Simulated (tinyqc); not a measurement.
Changing the film thickness L: heat flow across a film from the phonon Boltzmann equation in the relaxation-time approximation. Computed by tinyqc, a small Python program. Command: `OMP_NUM_THREADS=1 python tinyqc.py 3015609 3015610 out.jsonl slabbte sweep`. One thread of a shared host (Intel(R) Xeon(R) Processor @ 2.30GHz), about 0.03 s of CPU time with the checks.

Two black walls, hot at x = 0 and cold at x = L, emit phonons isotropically. For one free path Lambda, with tau = x/Lambda, tau_L = L/Lambda and phi = (T - T_cold)/Delta T, energy balance gives phi(tau) = (1/2) [E2(tau) + int_0^tau_L phi(s) E1(|tau - s|) ds]; E_n are the exponential integrals. The flux over the ballistic flux C v Delta T/4 is psi = 1 - 2 int_0^tau_L phi(s) E2(s) ds, and kappa_eff/kappa = (3/4) tau_L psi. kappa = C v Lambda/3 is an input, so at fixed kappa a longer free path means a smaller C v.

Inputs (values chosen for the exercise, modelled on gallium arsenide):
```
quantity,value,unit
bulk conductivity kappa,47.8,W/(m K)
wall temperature difference Delta T,8.5,K
free path Lambda_1,67,nm
cells n in the small system,5,-
```

Free-path groups: one.

Method:
- Cut the film into n equal cells with constant phi, collocated at the centres c_i: the kernel integrates to A_ij = |E2(|c_i - e_j|) - E2(|c_i - e_(j+1)|)|/2 for cell edges e_j, and A_ii = 1 - E2(half a cell); solve (1 - A) phi = E2(c)/2; psi = 1 - 2 sum_j phi_j [E3(e_j) - E3(e_(j+1))].
- Use 150 and 300 cells and extrapolate psi = (4 psi(300) - psi(150))/3. The jump at the hot wall is 1 - phi there (linear extrapolation from the first two of 300 cells). Two-flux (diffusion with slip) formula: psi = 1/(1 + 3 tau_L/4).
- Each group is solved on its own with 150 and 300 cells, psi = (4 psi(300) - psi(150))/3, and weighted by its share of kappa.
- Flux J = kappa_eff Delta T/L; apparent boundary resistance per wall (L/kappa_eff - L/kappa)/2.

One run for each value:
```
film thickness L (nm),kappa_eff (W/(m K)),flux J (GW/m^2),jump at the wall / Delta T for Lambda_1,apparent resistance per wall (m^2 K/GW)
1.3,0.683,4.4640,0.47869,0.93846
2.8,1.441,4.3741,0.46184,0.94235
5.8,2.873,4.2104,0.43573,0.94873
12,5.535,3.9207,0.39607,0.95848
25,10.140,3.4476,0.33976,0.97125
53,17.222,2.7620,0.26686,0.98437
110,25.660,1.9828,0.18979,0.99276
230,33.810,1.2495,0.11953,0.99553
480,39.889,0.7064,0.06788,0.99570
1000,43.649,0.3710,0.03600,0.99484
```

Over the rows, kappa_eff (W/(m K)) rises from 0.683 to 43.6 (exponent d ln y / d ln x 0.97 between the first rows and 0.12 between the last); flux J (GW/m^2) falls from 4.46 to 0.371 (exponent d ln y / d ln x -0.027 between the first rows and -0.88 between the last); jump at the wall / Delta T for Lambda_1 falls from 0.479 to 0.0360 (exponent d ln y / d ln x -0.047 between the first rows and -0.86 between the last). At the low end the exponent of kappa_eff is 0.97, close to 1: the ballistic limit. At the low end the exponent of flux J is -0.03, close to 0: the ballistic flux does not depend on L. In thin films phonons cross without scattering: the flux is bounded by what the walls emit, and Delta T drops in two jumps of one half each. In thick films the jumps shrink as Lambda/L and the apparent wall resistance tends to a constant.

Caution (rows 1.30, 2.80, 5.80): below about 10 nm the film nears the phonon wavelength, and a particle picture fails.

Extremes, crossings and ranges named in words are read from the listed rows.
